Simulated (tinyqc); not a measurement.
# Nanowire ballistic transistor, top-of-the-barrier model: effects of single changes

At the top of the source barrier, states moving towards the drain are filled by the source (Fermi level 0) and states moving back by the drain (Fermi level -q Vd); nothing scatters. U is the shift of the band edge there, set by the capacitances CG, CD and CS (the total) and by the charge. Parabolic one-dimensional subband; the source is grounded.

Inputs (values chosen for the exercise); mass and valleys close to those of gallium nitride: temperature T = 350 K; effective mass m = 0.195 m0; valley degeneracy gv = 1; relative permittivity of the gate insulator eox = 7.5; insulator thickness tox = 3.7 nm; wire diameter d = 2 nm; gate control CG/CS aG = 0.92; drain control CD/CS aD = 0.049; band edge at the barrier top above the source Fermi level at zero bias E0 = 0.34 eV; drain voltage Vd = 0.1 V.

Constants: q = 1.602176634e-19 C, kB = 1.380649e-23 J/K, hbar = 1.054571817e-34 J s, h = 6.62607015e-34 J s, m0 = 9.1093837015e-31 kg, Vt = kB T/q, eps0 = 8.8541878128e-14 F/cm where lengths are in cm. Results are converted to the units shown.

Each table varies one quantity; the others keep the values above.

## Transfer curve

N0 = gv sqrt(2 m kB T/pi)/hbar, CG = 2 pi eps0 eox/ln(1 + 2 tox/d), CS = CG/aG, n0 = n at U = 0 and Vd = 0. eta1 = -(E0 + U)/Vt, eta2 = eta1 - Vd/Vt, n = (N0/2)[F_(-1/2)(eta1) + F_(-1/2)(eta2)], F_(-1/2)(x) = (1/sqrt(pi)) int_0^infinity u^(-1/2)/(1 + exp(u - x)) du. U = UL + q (n - n0)/CS with UL = -(aG Vg + aD Vd), energies in eV. I = gv (2 q^2/h) Vt [ln(1 + exp eta1) - ln(1 + exp eta2)]. CQ = (q/Vt) dn/d(eta1).

Results:
```
Vg (V)	eta1	n (cm^-1)	I (uA)	mean velocity I/(q n) (cm/s)	CQ/CS
0	-11.11	17.18	3.368e-5	1.224e7	3.114e-5
0.09	-8.366	267.3	5.240e-4	1.224e7	4.844e-4
0.17	-5.930	3047	0.005976	1.224e7	0.005513
0.26	-3.258	4.307e4	0.08497	1.231e7	0.07609
0.35	-1.034	3.311e5	0.6807	1.283e7	0.4910
0.52	1.707	1.680e6	3.952	1.469e7	1.179
0.61	2.911	2.530e6	5.731	1.414e7	1.388
0.7	4.027	3.429e6	6.856	1.248e7	1.496
```

Estimate the missing row, Vg = 0.44 V.

Computed row:
```
Vg (V)	eta1	n (cm^-1)	I (uA)	mean velocity I/(q n) (cm/s)	CQ/CS
0.44	0.5369	9.787e5	2.190	1.396e7	0.9770
```

With this row back in the table: The current rises from 3.37e-5 to 6.86 uA. Between the first two rows the swing is 75.5 mV a decade, against Vt ln 10/aG = 75.5. CQ/CS goes from 3.1e-5 to 1.5, so a volt on the gate moves the band edge by 0.92 eV in the first row and 0.37 eV in the last. The mean velocity goes from 1.22e7 through a maximum of 1.47e7 (at Vg = 0.52 V among the rows listed) to 1.25e7 cm/s.

## Effect of the effective mass

Same model as above.

CQ = (q/Vt) dn/d(eta1). E0 is held fixed.

In this table Vg = 0.5 V, Vd = 0.5 V.

Results:
```
m (m0)	eta1	n (cm^-1)	I (uA)	mean velocity I/(q n) (cm/s)	CQ/CS
0.02	3.490	7.180e5	8.225	7.150e7	0.2138
0.032	3.219	8.670e5	7.615	5.482e7	0.2824
0.05	2.931	1.026e6	6.971	4.240e7	0.3699
0.08	2.598	1.210e6	6.239	3.219e7	0.4934
0.13	2.232	1.412e6	5.455	2.412e7	0.6647
0.2	1.899	1.596e6	4.763	1.863e7	0.8614
0.5	1.200	1.981e6	3.419	1.077e7	1.435
0.8	0.8618	2.168e6	2.837	8.170e6	1.804
```

Estimate the missing row, m = 0.32 m0.

Computed row:
```
m (m0)	eta1	n (cm^-1)	I (uA)	mean velocity I/(q n) (cm/s)	CQ/CS
0.32	1.536	1.796e6	4.044	1.405e7	1.129
```

With this row back in the table: As m goes from 0.02 to 0.8 m0, n rises from 7.18e5 to 2.17e6 cm^-1, the mean velocity falls from 7.15e7 to 8.17e6 cm/s and the current falls from 8.22 to 2.84 uA. CQ/CS goes from 0.21 to 1.8. The loss of velocity outweighs the gain of charge over the whole range.

Program tinyqc, `OMP_NUM_THREADS=1 python tinyqc.py 2400152 2400153 out.jsonl`; Intel Xeon 2.30GHz, shared host, one thread, about 0.06 s.
